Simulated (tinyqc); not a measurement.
Three descriptions against temperature: one anharmonic mode: perturbation theory, self-consistent phonons and exact levels. Computed by tinyqc, a small Python program. Command: `OMP_NUM_THREADS=1 python tinyqc.py 3030411 3030412 out.jsonl scp walk`. One thread of a shared host (Intel(R) Xeon(R) Processor @ 2.30GHz), about 0.04 s of CPU time with the checks.

V(x) = k x^2/2 + b x^4 for one coordinate x of mass M. A constant K > 0 gives hbar Omega = sqrt((hbar^2/u) K/M) with K in eV/angstrom^2 and M in u.

Inputs (values chosen for the exercise, for a model mode): mode mass M = 16.6 u; harmonic constant k = 3.53 eV/angstrom^2; quartic constant b = 60.1 eV/angstrom^4.

Shape: single well.

Constants: hbar^2/u = 4.18015928e-03 eV angstrom^2; k_B = 8.617333262e-05 eV/K.

Method:
- Self-consistent phonon, centred at x = 0: K = k + 12 b <x^2>, <x^2> = (hbar Omega/(2K)) coth(hbar Omega/(2 k_B T)).
- Its free energy is F = k_B T ln[2 sinh(hbar Omega/(2 k_B T))] + (k - K)<x^2>/2 + 3 b <x^2>^2, an upper bound to the exact one.
- Basis: oscillator states n of the constant |k|, with x = s (a + a+), s^2 = hbar Omega/(2|k|); H = hbar Omega (n + 1/2) + (k - |k|) x^2/2 + b x^4, with exact matrix elements of x^2 and x^4.
- Exact values use 120 basis states: F = -k_B T ln sum exp(-E_n/(k_B T)), and <x^2> is the Boltzmann mean.
- The classical <x^2> is int x^2 exp(-V/(k_B T)) dx / int exp(-V/(k_B T)) dx (2001 points over six exact widths each way).

Results; columns: (1) T (K); (2) hbar Omega, self-consistent (meV); (3) <x^2>, self-consistent; (4) <x^2>, exact; (5) F, self-consistent (meV); (6) F, exact (meV); (7) <x^2>, classical:
```
(1)      (2)        (3)        (4)      (5)      (6)         (7)
17    38.506  0.0032698  0.0033041   17.326   17.273  3.8583e-04
42    38.507  0.0032699  0.0033042   17.325   17.273  8.7911e-04
86    38.577  0.0032998  0.0033377   17.285   17.229   0.0016203
160   39.277  0.0035998  0.0036697   16.479   16.390   0.0026585
280   41.133  0.0044215  0.0045860   12.200   11.979   0.0040387
480   44.154  0.0058405  0.0061868  -1.5037  -2.0671   0.0059000
830   48.371  0.0079889  0.0086347  -38.124  -39.462   0.0084888
1400  53.420   0.010819   0.011885  -118.40  -121.22    0.011809
```

What follows from these numbers?

The self-consistent quantum hardens from 38.51 to 53.42 meV, since a wider spread samples the steep quartic walls. Its <x^2> misses by -1.0 % at the lowest T and -9.0 % at the highest; the excess in F runs from 0.053 to 2.822 meV. The classical value is 0.12 of the exact one at the lowest T and 0.994 at the highest.

Extremes, crossings and ranges named in words are read from the listed rows.
